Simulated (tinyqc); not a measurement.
# Trap density from two Hall measurements

Inverse problem. p-type body, charge-sheet picture, full ionisation (an idealisation for deep acceptors), Boltzmann statistics for free electrons. e = Ec - EF at the surface. psi = Eg - Vt ln(Nv/Na) - e; N_dep = sqrt(2 eps0 eps_r Na (psi - Vt)/q); n_f = sqrt(N_dep^2 + 2 eps0 eps_r Vt Nc exp(-e/Vt)/q) - N_dep; Vg = Vfb + psi + q (N_dep + n_t + n_f)/Cox, Cox = eps0 eox/tox. Find e and n_t at both points and the mean trap density between them.

Values chosen for this exercise; band and dielectric values close to those of 4H silicon carbide: temperature T = 300 K; band gap Eg = 3.23 eV; relative permittivity eps_r = 9.51; conduction-band density of states at T Nc = 1.7e19 cm^-3; valence-band density of states at T Nv = 2.45e19 cm^-3; relative permittivity of the insulator eox = 3.9; insulator thickness tox = 30 nm; acceptor density Na = 1.3e17 cm^-3; flat-band voltage without trapped charge Vfb = -2.03 V.

Constants: q = 1.602176634e-19 C, kB = 1.380649e-23 J/K, Vt = kB T/q, eps0 = 8.8541878128e-14 F/cm where lengths are in cm. Results are converted to the units shown.

Vg (V): 7.2943888  10.475539
free sheet density from the Hall effect (cm^-2): 2.7709640e9  6.1820042e10

Solution. Each n_f fixes e; what the gate voltage holds beyond psi, N_dep and n_f is trapped; the difference quotient is the density, smeared over a few Vt.

e (eV): 0.156  0.0750
n_t (cm^-2): 2.59e12  4.73e12
mean trap density = 2.64e13 cm^-2 eV^-1

Numbers from tinyqc (`OMP_NUM_THREADS=1 python tinyqc.py 2222016 2222017 out.jsonl`; about 0.03 s on one thread of a shared Intel Xeon 2.30GHz).
